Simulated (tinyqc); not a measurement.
Berg model of reactive sputtering of a nitride or oxide: poisoning, hysteresis and pumping speed: one step, computed by the program tinyqc.

A diatomic gas reacts with bare metal on the target and on the collecting surfaces; ions remove metal and compound from the target. theta_t and theta_c are the compound fractions.

Task: Steady state at the pressure P. Ion flux j = J/e; gas flux F = P/sqrt(2 pi M k_B T). Target: (2/z) alpha F (1 - theta_t) = j Y_c theta_t. Sputtered flows F_c = j Y_c theta_t A_t, F_m = j Y_m (1 - theta_t) A_t. Collector: (2/z) alpha F (1 - theta_c) A_c + F_c (1 - theta_c) = F_m theta_c. Gas use Q = alpha F [(1 - theta_t) A_t + (1 - theta_c) A_c] + P S/(k_B T); 1 sccm = 4.4780e17 molecules/s. Rate R = F_m + F_c, given relative to j Y_m A_t.

Inputs (values chosen for the exercise, close to those used for titanium dioxide):
```
quantity                         value     unit
ion current density J               34  mA/cm^2
target area A_t                    210     cm^2
collecting area A_c               6000     cm^2
metal yield Y_m                   0.55        -
compound yield Y_c               0.026        -
sticking coefficient alpha        0.32        -
reactive atoms per metal atom z      2        -
gas mass M                          32        u
pumping speed S                    710      l/s
gas temperature T                  300        K
reactive partial pressure P      0.022       Pa
```

Constants: e = 1.602176634e-19 C; u = 1.6605390666e-27 kg; k_B = 1.380649e-23 J/K.

Give: ion flux j; gas flux F; theta_t; theta_c; gas use; total flow Q; rate relative to clean metal.

Result:

ion flux j = 2.122e+17 1/(cm^2 s)

gas flux F = 5.916e+16 1/(cm^2 s)

theta_t = 0.7743

theta_c = 0.9539

gas use (sccm): target 2.00, collector 11.69, pump 8.42

total flow Q = 22.12 sccm

rate relative to clean metal = 0.2623

The target is partly covered. The film is 95.4 % compound.
